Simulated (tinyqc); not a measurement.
Bias-temperature instability from a Gaussian distribution of capture and emission barriers: one step, computed by the program tinyqc. Command: `OMP_NUM_THREADS=1 python tinyqc.py 3020931 3020932 out.jsonl bti walk`. One thread of a shared host (Intel(R) Xeon(R) Processor @ 2.30GHz), about 0.01 s of CPU time with the checks.

Each trap has a capture time tau_0 exp(E_c/(k_B T)) under stress and an emission time tau_0 exp(E_e/(k_B T)) after it. E_c is Gaussian, and E_e = E_c + d with d Gaussian and independent. A trap counts as filled once t_s exceeds its capture time and as emptied once t_r exceeds its emission time.

Question. Recovery. Demarcation energies E_s = k_B T ln(t_s/tau_0), E_r = k_B T ln(t_r/tau_0); mean barrier mu = mu_c - k_F F; z = (E_s - mu)/sigma_c; Phi is the standard normal distribution. Temperatures in kelvin are T(C) + 273.15. Remaining shift dV = V_max int_(-infinity)^(E_s) g(E_c) [1 - Phi((E_r - E_c - delta)/sigma_d)] dE_c, g the Gaussian density of E_c (Gauss-Legendre, 120 points over 7 sigma_c below E_s).

Inputs (values chosen for the exercise, for a model p-channel transistor):

| quantity | value | unit |
|---|---|---|
| shift with all traps filled V_max | 300 | mV |
| spread of capture barriers sigma_c | 0.22 | eV |
| mean of E_e - E_c at the stress field, delta | -0.095 | eV |
| spread of E_e - E_c, sigma_d | 0.22 | eV |
| time constant tau_0 | 1e-11 | s |
| temperature T | 25 | C |
| stress time t_s | 1000 | s |
| recovery time t_r | 8e-05 | s |

mean barrier mu = 1.5047 eV

shift without recovery dV0 = 0.3159025 mV

Constants: k_B = 8.617333262e-05 eV/K.

Give: E_r; remaining shift dV; remaining share dV/dV0.

Answer.

E_r = 0.4084 eV

remaining shift dV = 0.2770 mV

remaining share dV/dV0 = 0.8769

A measurement delay of t_r hides 12 % of the shift.
